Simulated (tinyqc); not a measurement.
Van der Pauw, Hall and four-point-probe measurements on a doped layer: correction factor against the shape of the sample.

A uniform n-type layer with sheet resistance Rs = 1/(q ns mu), point contacts, low field (mu B small).

Rs = 1/(q ns mu). For a rectangle with contacts at the corners, RA = (8 Rs/pi) sum_(k>=0) ln coth((2k + 1) pi a/(2 b)) with current along a short side b and voltage along the opposite one, RB the same with a and b exchanged. ar = a/b. F = Rs/[(pi/ln 2)(RA + RB)/2]; small-asymmetry estimate 1 - (ln 2/2) d^2 - ((ln 2)^2/4 - (ln 2)^3/12) d^4 with d = (RB - RA)/(RB + RA).

Values chosen for this exercise:
```
symbol,value,unit,meaning
ns,9.1e12,cm^-2,sheet density of the layer
mu,730,cm^2/(V s),drift mobility
```

Constants: q = 1.602176634e-19 C. Results are converted to the units shown.

Result of one run:
```
ar    RA (ohm)  RB (ohm)   RB/RA        F  estimate of F
1.69    23.665    770.40  32.554  0.52212        0.62128
```

What becomes of these results when the side ratio a/b of a rectangular sample with corner contacts ar is changed from 1.69 to 2.14, all else the same?

Result of the changed run:
```
ar    RA (ohm)  RB (ohm)   RB/RA        F  estimate of F
2.14    5.7561    1184.3  205.75  0.34838        0.57126
```

The whole series:
```
ar    RA (ohm)  RB (ohm)   RB/RA        F  estimate of F
1       207.30    207.30  1.0000   1.0000         1.0000
1.23    100.45    375.10  3.7341  0.87182        0.87413
1.46    48.749    566.56  11.622  0.67381        0.70823
1.69    23.665    770.40  32.554  0.52212        0.62128
1.91    11.856    971.27  81.922  0.42172        0.58618
2.14    5.7561    1184.3  205.75  0.34838        0.57126
2.37    2.7946    1399.0  500.59  0.29577        0.56529
2.6     1.3568    1614.3  1189.8  0.25661        0.56285
```

RB/RA rises from 1.00 to 1190 and F falls from 1.00 to 0.257. The estimate is 5.1 % above F at a/b = 1.46 and 2.19 times it in the last row. RA shrinks about as exp(-pi a/b): by a factor of 2.06 between the last two rows, against 2.06.

tinyqc, about 0.01 s, one thread, Intel Xeon 2.30GHz (shared host): `OMP_NUM_THREADS=1 python tinyqc.py 2850181 2850182 out.jsonl`
